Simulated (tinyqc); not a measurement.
Inside a calculation. Method: bound state in one dimension: Numerov shooting, finite differences, DVR. Computed by tinyqc, a small Python program that keeps every step. Settings: points = 96. Command: `OMP_NUM_THREADS=1 python tinyqc.py 27521 27522 out.jsonl` (the two numbers bound the seeds that draw the settings). One thread of a shared host (Intel(R) Xeon(R) Processor @ 2.60GHz), about 0.01 s of CPU time with the checks.

## Numerov steps at E = 0.1

One particle of mass 1 in V = 6.27 (1 - exp(-0.41 x))^2 (atomic units), psi = 0 at both ends:

| parameter | value |
|---|---|
| left end | -1.600000 |
| right end | 7 |
| intervals | 96 |
| h | 0.089583 |
| state sought (nodes) | 2 |

k_i = 2 m (E - V_i); (1 + h^2 k_(i+1)/12) y_(i+1) = 2 (1 - 5 h^2 k_i/12) y_i - (1 + h^2 k_(i-1)/12) y_(i-1), from y_0 = 0, y_1 = 0.001.

Points along the way:

| i | x | V | k | y |
|---|---|---|---|---|
| 0 | -1.600000 | 5.388791 | -10.577581 | 0.000000 |
| 1 | -1.510417 | 4.611156 | -9.022312 | 0.001000 |
| 2 | -1.420833 | 3.918892 | -7.637784 | 0.002071 |
| 3 | -1.331250 | 3.304859 | -6.409719 | 0.003268 |
| 4 | -1.241667 | 2.762465 | -5.324929 | 0.004632 |
| 5 | -1.152083 | 2.285619 | -4.371238 | 0.006192 |
| 32 | 1.266667 | 1.028858 | -1.857716 | 0.096651 |
| 33 | 1.356250 | 1.140727 | -2.081454 | 0.105642 |
| 34 | 1.445833 | 1.254025 | -2.308050 | 0.116403 |
| 35 | 1.535417 | 1.368314 | -2.536628 | 0.129328 |
| 36 | 1.625000 | 1.483198 | -2.766396 | 0.144894 |
| 37 | 1.714583 | 1.598322 | -2.996645 | 0.163688 |

## Bisection on the node count

With more sign changes than the state has nodes (the last point included) the energy is too high, else too low; the bracket starts as 0.1 to 10.

Trials:

| trial | E | sign changes | y at the right end | next |
|---|---|---|---|---|
| 1 | 5.05000000 | 5 | -1.34e-02 | lower |
| 2 | 2.57500000 | 2 | 3.72e+01 | raise |
| 3 | 3.81250000 | 3 | -7.13e-01 | lower |
| 4 | 3.19375000 | 3 | -4.13e-01 | lower |
| 5 | 2.88437500 | 2 | 1.02e+01 | raise |
| 6 | 3.03906250 | 2 | 3.15e+00 | raise |
| 7 | 3.11640625 | 2 | 1.01e+00 | raise |
| 8 | 3.15507813 | 2 | 2.17e-01 | raise |
| 9 | 3.17441406 | 3 | -1.17e-01 | lower |
| 10 | 3.16474609 | 2 | 4.50e-02 | raise |
| 11 | 3.16958008 | 3 | -3.71e-02 | lower |
| 12 | 3.16716309 | 2 | 3.66e-03 | raise |
| 13 | 3.16837158 | 3 | -1.68e-02 | lower |
| 14 | 3.16776733 | 3 | -6.59e-03 | lower |
| ... | ... | ... | ... | ... |
| 28 | 3.16737858 | 2 | 1.89e-07 | raise |
| 29 | 3.16737860 | 3 | -1.24e-07 | lower |
| 30 | 3.16737859 | 2 | 3.26e-08 | raise |

eigenvalue = 3.16737859 hartree

## The same grid by other methods

Three-point finite differences and the sine-DVR kinetic matrix of Colbert and Miller on the same points.

Lowest levels (hartree):

| state | finite differences | DVR |
|---|---|---|
| 0 | 0.713662 | 0.714108 |
| 1 | 2.019628 | 2.021604 |
| 2 | 3.163207 | 3.167389 |
| 3 | 4.132882 | 4.139012 |
| 4 | 4.927425 | 4.934805 |
